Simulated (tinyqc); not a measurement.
Sensitivity of the reflectance: thin-film optics by transfer matrices.

Indices N = n + i k. Snell: N0 sin(theta) = N_j sin(theta_j), with Im(N_j cos theta_j) >= 0. Admittance y_j = N_j cos theta_j for s and N_j/cos theta_j for p. Phase delta_j = 2 pi N_j cos theta_j d_j/lambda. Layer matrix [[cos delta, -i sin delta/y], [-i y sin delta, cos delta]], multiplied from the top down to M. (B, C) = M (1, y_sub); r = (y0 B - C)/(y0 B + C), R = |r|^2, T = 4 Re y0 Re y_sub/|y0 B + C|^2, absorbed in the films 1 - R - T.

Inputs chosen for the exercise (indices near those of HfO2, SiO2 on Si; the results hold for these values, not for the real material): lam = 193 nm (vacuum wavelength); n0 = 1 (ambient index); n = (2.848, 1.552, 0.881) (n of HfO2, SiO2, substrate); k = (0.625, 0, 2.771) (k in the same order); d = (2.9, 35.6) nm (thicknesses, top first); theta = 30 degrees (angle of incidence).

R for both polarisations.

Results for these values:

| case | R_s | R_p | T_s |
|---|---|---|---|
| base | 0.5736 | 0.5364 | 0.1941 |

What happens to each result for lam = 198 nm, all else kept?

Answer: R_s falls from 0.5736 to 0.5523; R_p falls from 0.5364 to 0.5181; T_s rises from 0.1941 to 0.1995.

The same for each parameter in turn:

| case | R_s | R_p | T_s |
|---|---|---|---|
| base | 0.5736 | 0.5364 | 0.1941 |
| d = (7.9, 35.6) nm | 0.6672 | 0.6110 | 0.0969 |
| n = (2.905, 1.552, 0.881) | 0.5794 | 0.5414 | 0.1895 |
| k = (0.625, 0, 3.058) | 0.5770 | 0.5454 | 0.1728 |
| lam = 198 nm | 0.5523 | 0.5181 | 0.1995 |
| theta = 35 degrees | 0.5651 | 0.5151 | 0.1872 |

Computed by tinyqc, a small Python program: `OMP_NUM_THREADS=1 python tinyqc.py 1681536 1681537 out.jsonl` (the numbers bound the seed that draws the inputs); one thread of a shared host (Intel(R) Xeon(R) Processor @ 2.30GHz), about 0.01 s for the whole set of steps.
